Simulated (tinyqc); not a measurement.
Worked calculation: geometry optimisation on the RHF/sto-3g surface (energies and gradients from PySCF), for H4, spin multiplicity 1. Computed by tinyqc, a small Python program that keeps every step (integrals from PySCF). Settings: charge = 0, multiplicity = 1, basis = sto-3g, optimiser = bfgs, first Hessian = 0.15, largest step = 0.1, iteration cap = 30. Command: `OMP_NUM_THREADS=1 python tinyqc.py 30418 30419 out.jsonl` (the two numbers bound the seeds that draw the settings). One thread of a shared host (Intel(R) Xeon(R) Processor @ 2.60GHz), about 1 s of CPU time with the checks.

positions at the start (bohr), order 1H, 2H, 3H, 4H:
```
[[-0.028346, 0.062361, 0.001890],
 [-0.005669, -0.194642, 1.645951],
 [-0.018897, 1.855711, 0.035905],
 [0.088817, 1.910513, 1.657290]]
```

Stop when the largest gradient component is below 3e-5 hartree/bohr. The inverse Hessian follows the BFGS update with s = step, y = change of gradient.

Course of the optimisation:
```
step  E (hartree)  largest gradient (hartree/bohr)
1     -1.87613914                         2.75e-01
2     -1.93071022                         2.42e-01
3     -1.96979565                         2.22e-01
4     -2.00643324                         1.91e-01
5     -2.03716941                         1.71e-01
6     -2.05849266                         1.52e-01
7     -2.07546543                         1.38e-01
8     -2.08930645                         1.26e-01
9     -2.10105995                         1.15e-01
10    -2.11162825                         1.06e-01
11    -2.12140671                         9.66e-02
12    -2.13056809                         8.87e-02
13    -2.13919702                         8.13e-02
14    -2.14733344                         7.43e-02
15    -2.15499948                         6.76e-02
16    -2.16220596                         6.14e-02
17    -2.16896098                         5.55e-02
18    -2.17527062                         5.00e-02
19    -2.18114253                         4.49e-02
20    -2.18658540                         4.02e-02
21    -2.19161062                         3.58e-02
22    -2.19623129                         3.19e-02
23    -2.20046314                         2.82e-02
24    -2.20432328                         2.50e-02
25    -2.20783083                         2.23e-02
26    -2.21100562                         1.99e-02
27    -2.21386869                         1.77e-02
28    -2.21644109                         1.57e-02
29    -2.21874434                         1.39e-02
30    -2.22079932                         1.23e-02
```

Can the last value be used, and what does the course show?

Not by the stop rule. Not converged within 30 steps: the energy falls at every step, but slowly. Reruns: method bfgs, first Hessian 0.6, largest step 0.3: not converged.
